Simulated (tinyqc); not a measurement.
Composition from the perpendicular lattice constant.

Inverse problem. The layer is x parts of the first compound and 1 - x of the second, grown coherently on the third as substrate and barrier. Rows of the table: lattice constant a, average valence level Ea on an absolute scale, spin-orbit splitting so, gaps at Gamma, X and L, hydrostatic deformation potentials av and ac (Gamma), shear potential b, elastic constants, electron and heavy-hole (along z) masses. All are interpolated linearly in x; gaps get -C x (1 - x), taken wholly in the conduction band; real line-ups can differ from this model by 0.1 eV or more. In-plane strain e = (a_substrate - a)/a, e_z = -2 (c12/c11) e, volume change 2 e + e_z. X-ray diffraction gives a_z = a (1 + e_z) of the coherent layer. Find x, e and the relaxed Gamma gap.

Values chosen for this exercise: bowing of the Gamma gap CG = 1.43 eV; bowing of the X gap CX = 1.2 eV; bowing of the L gap CL = 1.2 eV.

Binary compounds, values chosen for the exercise:

|  | close to GaSb | close to GaAs | close to InP |
|---|---|---|---|
| a (angstrom) | 6.096 | 5.653 | 5.869 |
| Ea (eV) | -6.25 | -6.92 | -7.04 |
| so (eV) | 0.753 | 0.343 | 0.109 |
| EG (eV) | 0.719 | 1.43 | 1.33 |
| EX (eV) | 1.04 | 1.89 | 2.22 |
| EL (eV) | 0.801 | 1.71 | 1.94 |
| av (eV) | 0.782 | 1.17 | 1.26 |
| ac (eV) | -6.86 | -7.25 | -4.96 |
| b (eV) | -1.99 | -1.72 | -1.7 |
| c11 (GPa) | 88.4 | 119 | 102 |
| c12 (GPa) | 39.8 | 53.2 | 56 |
| me (m0) | 0.039 | 0.0662 | 0.0802 |
| mh (m0) | 0.25 | 0.354 | 0.536 |

lattice constant along the growth direction = 5.84582388 angstrom

Solution. a_z changes steadily with x, about (1 + 2 c12/c11) times as fast as the relaxed lattice constant, so one composition matches.

x = 0.4600
e = 0.2086 %
relaxed Gamma gap = 0.7477 eV

Numbers from tinyqc (`OMP_NUM_THREADS=1 python tinyqc.py 2690072 2690073 out.jsonl`; about 0.03 s on one thread of a shared Intel Xeon 2.30GHz).
